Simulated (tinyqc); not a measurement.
# Specific resistance of a metal-semiconductor contact and its transmission-line measurement, step by step

A worked calculation. Computed by tinyqc, a small Python program that keeps every step. Command: `OMP_NUM_THREADS=1 python tinyqc.py 3022344 3022345 out.jsonl contact walk`. One thread of a shared host (Intel(R) Xeon(R) Processor @ 2.30GHz), about 0.01 s of CPU time with the checks. Intermediate numbers are printed to about 6 digits and carried at full precision; extremes and crossings named in words are read from the listed rows.

The barrier is parabolic (depletion approximation), energies E are normal energies counted from the band edge in the neutral semiconductor (downwards for holes), and the bias is zero. xi is an input, held fixed when other inputs move.

Inputs (values chosen for the exercise, modelled on p-type silicon):

| quantity | value | unit |
|---|---|---|
| tunnelling mass m | 0.38 | m_0 |
| permittivity eps | 11.7 | - |
| Richardson constant A* | 31.4 | A/(cm^2 K^2) |
| barrier height phi_B | 0.44 | eV |
| doping N | 4.2e+18 | 1/cm^3 |
| Fermi level above the band edge in the bulk, xi | -0.048 | eV |
| temperature T | 300 | K |
| sheet resistance R_sh | 25000 | ohm |
| contact length d | 0.82 | micrometre |
| contact width W | 6.4 | micrometre |

Image-force lowering: included.

Constants: hbar = 1.054571817e-34 J s; eps_0 = 8.8541878128e-12 F/m; m_0 = 9.1093837015e-31 kg; k_B = 8.617333262e-05 eV/K; e = 1.602176634e-19 C.

## Tunnelling energy and barrier

E_00 = (e hbar/2) sqrt(N/(eps eps_0 m)); band bending E_b = phi_B + xi; depletion width w = sqrt(2 eps eps_0 E_b/(e^2 N)). Image lowering d_phi = (e^3 N E_b/(8 pi^2 (eps eps_0)^3))^(1/4) (E_b in volts), and E_b - d_phi replaces E_b everywhere except in w.

E_00 = 18.0454 meV

E_00/k_B T = 0.698028

depletion width = 10.9861 nm

barrier used, above the bulk band edge = 0.298283 eV

By the usual rule this is thermionic-field emission (0.5 to 5 k_B T).

## Transmission and supply

WKB transmission for E < E_b, with a = E/E_b: D = exp{-(E_b/E_00) [sqrt(1 - a) - a ln((1 + sqrt(1 - a))/sqrt(a))]}; D = 1 above. f = 1/(1 + exp((E - xi)/k_B T)).

E, D, f and D f at E/E_b = 0.05, 0.15, 0.3, 0.45, 0.6, 0.75, 0.9, 0.98:

| E/E_b | E (eV) | D | f | D f |
|---|---|---|---|---|
| 0.05 | 0.014914 | 6.09438e-07 | 8.06441e-02 | 4.91475e-08 |
| 0.15 | 0.044742 | 1.27792e-05 | 2.69242e-02 | 3.44070e-07 |
| 0.30 | 0.089485 | 3.97739e-04 | 4.87789e-03 | 1.94013e-06 |
| 0.45 | 0.134227 | 5.73027e-03 | 8.67637e-04 | 4.97179e-06 |
| 0.60 | 0.178970 | 4.68615e-02 | 1.53818e-04 | 7.20816e-06 |
| 0.75 | 0.223712 | 2.33415e-01 | 2.72535e-05 | 6.36138e-06 |
| 0.90 | 0.268455 | 7.00641e-01 | 4.82828e-06 | 3.38289e-06 |
| 0.98 | 0.292317 | 9.69190e-01 | 1.91831e-06 | 1.85921e-06 |

Among these points D f is largest at E/E_b = 0.6; for a non-degenerate tail the peak lies at E/E_b = 1/cosh^2(E_00/k_B T) = 0.636.

## Specific contact resistance

At zero bias 1/rho_c = (e A*/k_B^2) int D(E) f(E) dE, f = 1/(1 + exp((E - xi)/k_B T)); 200 Gauss-Legendre points from 0 to E_b, and k_B T ln(1 + exp((xi - E_b)/k_B T)) for the part above the barrier; the share of tunnelling is the part below.

specific contact resistance rho_c = 2.09097e-04 ohm cm^2

share of tunnelling = 96.5188 %

rho_c by thermionic emission alone = 0.00600649 ohm cm^2

Tunnelling lowers rho_c by a factor 28.7. The field-emission exponent (E_b - xi)/E_00 is 19.2, the thermionic one (E_b - xi)/k_B T is 13.4.

## Current crowding

Transmission-line model: transfer length L_T = sqrt(rho_c/R_sh); R_c = (R_sh L_T/W) coth(d/L_T). Limits: rho_c/(W d) for d << L_T, sqrt(rho_c R_sh)/W for d >> L_T.

transfer length L_T = 0.914541 micrometre

d/L_T = 0.896624

contact resistance R_c = 4998.85 ohm

R_c W = 31992.6 ohm micrometre

short-contact limit = 3984.31 ohm

long-contact limit = 3572.43 ohm

The contact is about one transfer length long, between the two limits.

## A transmission-line measurement read back

Transmission-line model: transfer length L_T = sqrt(rho_c/R_sh); R_c = (R_sh L_T/W) coth(d/L_T). Two contacts a gap s apart give R = 2 R_c + R_sh s/W. A straight-line fit gives R_sh from the slope and R_c from the intercept; the simple reading takes L_x = R_c W/R_sh as the transfer length and rho_c = R_sh L_x^2.

Resistances:

| gap s (micrometre) | R (ohm) |
|---|---|
| 1.3 | 15075.8 |
| 2.6 | 20153.9 |
| 5.1 | 29919.6 |
| 10.0 | 49060.2 |
| 20.0 | 88122.7 |

L_x = 1.27971 micrometre

rho_c by the simple reading = 4.09411e-04 ohm cm^2

simple reading over true value = 1.95800

The simple reading is 1.96 times too high, the factor coth^2(d/L_T): it holds only for d above about 2 L_T.

Checks made by the program: closed WKB exponent against numerical integration over the parabolic barrier (relative difference below 1e-10).
